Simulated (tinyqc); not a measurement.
The 3-omega method: a line heater on a substrate with a thin film: one step, computed by the program tinyqc.

A current at angular frequency omega = 2 pi f heats the line at 2 omega with the amplitude P per length; the temperature swing Delta T at 2 omega gives a voltage at 3 omega. The substrate is taken as semi-infinite and isotropic, and the heat capacity of heater and film is left out.

Problem. Penetration depth. D = kappa/C; q = sqrt(2 i omega/D); penetration depth 1/|q| = sqrt(D/(2 omega)).

Inputs (values chosen for the exercise, modelled on alumina on gallium nitride):
```
quantity,value,unit
substrate conductivity kappa,187,W/(m K)
substrate heat capacity C,3.09,1e6 J/(m^3 K)
heater half-width b,4.1,micrometre
current frequency f,100,Hz
substrate thickness d_s,380,micrometre
```

Give: diffusivity D; penetration depth; |q| b; penetration depth / d_s.

Solution.

diffusivity D = 60.52 mm^2/s

penetration depth = 219.5 micrometre

|q| b = 0.01868

penetration depth / d_s = 0.5775

Caution: the penetration depth exceeds a fifth of the substrate thickness, so the back face is felt and the semi-infinite formula fails.
